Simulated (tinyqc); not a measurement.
## Site energy and hopping from one surface Green function

Question. A semi-infinite chain with site energy e0 and hopping -t has g_s = 1/(E - e0 - t^2 g_s). Inside the band |g_s| = 1/t and Re g_s = (E - e0)/(2 t^2). Find t and e0.

g_s at E = -0.58 eV = -0.15500000-0.98791447i 1/eV

Solution. t = 1/|g_s|, and e0 = E - 2 t^2 Re g_s.

t = 1.000 eV
e0 = -0.2700 eV

Numbers from tinyqc (`OMP_NUM_THREADS=1 python tinyqc.py 2680038 2680039 out.jsonl`; about 0.04 s on one thread of a shared Intel Xeon 2.30GHz).
